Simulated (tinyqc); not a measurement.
# Small-signal admittance of a forward-biased p+-n diode: effects of single changes

Holes injected into a neutral base of width wb with an ohmic contact at its end; low injection, p0 far above the equilibrium density. A small voltage v exp(i w t), w = 2 pi f, modulates the edge density by p0 v/Vt, and the small-signal density obeys Dp d2p/dx2 = (1/tau + i w) p.

Values chosen for this exercise; permittivity close to that of silicon: temperature T = 300 K; relative permittivity eps_r = 11.7; donor density of the base Nd = 6.1e16 cm^-3; hole diffusion coefficient Dp = 11 cm^2/s; hole lifetime tau = 1e-6 s; width of the neutral base wb = 56 um; excess hole density at the junction edge p0 = 7.3e14 cm^-3; acceptor density of the p+ side Na = 1e19 cm^-3; series resistance Rs = 0.00016 ohm cm^2; signal frequency f = 1e5 Hz.

Constants: q = 1.602176634e-19 C, kB = 1.380649e-23 J/K, Vt = kB T/q, eps0 = 8.8541878128e-14 F/cm where lengths are in cm. Results are converted to the units shown.

Each table varies one quantity; the others keep the values above.

## Admittance against frequency

L = sqrt(Dp tau); direct current J = (q Dp p0/L) coth(wb/L); k = sqrt(1 + i w tau)/L; diffusion admittance Y = (q Dp p0/Vt) k coth(k wb) = G + i w C_diff; junction capacitance C_j = sqrt(q eps0 eps_r Nd/(2 Vr)) in the depletion approximation, with the remaining barrier Vr = Vt ln(Na/p0), a rough value under forward bias; base-width modulation is left out. Measured admittance 1/[Rs + 1/(Y + i w C_j)].

The same in every row: C_j (uF/cm^2) = 0.1434.

Results:
```
f (Hz)     w tau  G (S/cm^2)  C_diff (uF/cm^2)  measured G (S/cm^2)  measured C (uF/cm^2)  phase of the measured Y (degrees)
500     0.003142       16.07             6.178                16.02                 6.289                            0.07064
2000     0.01257       16.07             6.178                16.03                 6.289                             0.2826
9000     0.05655       16.07             6.177                16.03                 6.288                              1.271
2e5        1.257       17.24             5.942                17.20                 6.052                              23.85
7e5        4.398       24.72             4.552                24.69                 4.659                              39.69
3e6        18.85       47.30             2.380                47.30                 2.485                              44.73
1e7        62.83       84.77             1.328                84.95                 1.432                              46.64
5e7        314.2       188.4            0.5977                190.8                0.6974                              48.95
```

Estimate the missing row, f = 40000 Hz.

Computed row:
```
f (Hz)   w tau  G (S/cm^2)  C_diff (uF/cm^2)  measured G (S/cm^2)  measured C (uF/cm^2)  phase of the measured Y (degrees)
40000   0.2513       16.12             6.168                16.08                 6.279                              5.607
```

With this row back in the table: G starts at J/Vt = 16.1 S/cm^2 and C_diff at (J tau/(2 Vt))(1 - 2 x/sinh 2x) = 6.18 uF/cm^2, x = wb/L = 1.69. Between the last two rows G goes as f^(0.50) and C_diff as f^(-0.50); the limits are 1/2 and -1/2, reached when the signal penetrates only sqrt(Dp/w). The measured C is 0.51 % below C_diff + C_j in the first row and 5.9 % below it in the last, the difference being due to Rs.

## Effect of the excess hole density at the junction edge

Same model as above.

The same in every row: w tau = 0.6283.

Result of one run:
columns A: p0 (cm^-3); B: G (S/cm^2); C: C_diff (uF/cm^2); D: C_j (uF/cm^2); E: measured G (S/cm^2); F: measured C (uF/cm^2); G: phase of the measured Y (degrees)
```
A            B         C       D         E       F      G
6e10  0.001346  5.027e-4  0.1017  0.001347  0.1022  88.80
```

What becomes of these results when the excess hole density at the junction edge p0 is changed from 6e10 to 6e12 cm^-3, all else the same?

Result of the changed run:
columns A: p0 (cm^-3); B: G (S/cm^2); C: C_diff (uF/cm^2); D: C_j (uF/cm^2); E: measured G (S/cm^2); F: measured C (uF/cm^2); G: phase of the measured Y (degrees)
```
A          B        C       D       E       F      G
6e12  0.1346  0.05027  0.1169  0.1346  0.1672  37.97
```

The whole series:
columns A: p0 (cm^-3); B: G (S/cm^2); C: C_diff (uF/cm^2); D: C_j (uF/cm^2); E: measured G (S/cm^2); F: measured C (uF/cm^2); G: phase of the measured Y (degrees)
```
A            B         C        D         E        F      G
6e9   1.346e-4  5.027e-5  0.09603  1.352e-4  0.09608  89.87
6e10  0.001346  5.027e-4   0.1017  0.001347   0.1022  88.80
6e11   0.01346  0.005027   0.1085   0.01346   0.1135  79.32
6e12    0.1346   0.05027   0.1169    0.1346   0.1672  37.97
6e13     1.346    0.5027   0.1276     1.346   0.6300  16.39
6e14     13.46     5.027   0.1419     13.43    5.146  13.54
6e15     134.6     50.27   0.1625     131.9    48.32  12.96
```

As p0 goes from 6e9 to 6e15, G rises from 1.35e-4 to 135 S/cm^2, C_diff rises from 5.03e-5 to 50.3 uF/cm^2 and the measured C rises from 0.0961 to 48.3 uF/cm^2. C_diff exceeds C_j for p0 = 6e13, 6e14, 6e15.

Numbers from tinyqc (`OMP_NUM_THREADS=1 python tinyqc.py 2890159 2890160 out.jsonl`; about 0.01 s on one thread of a shared Intel Xeon 2.30GHz).
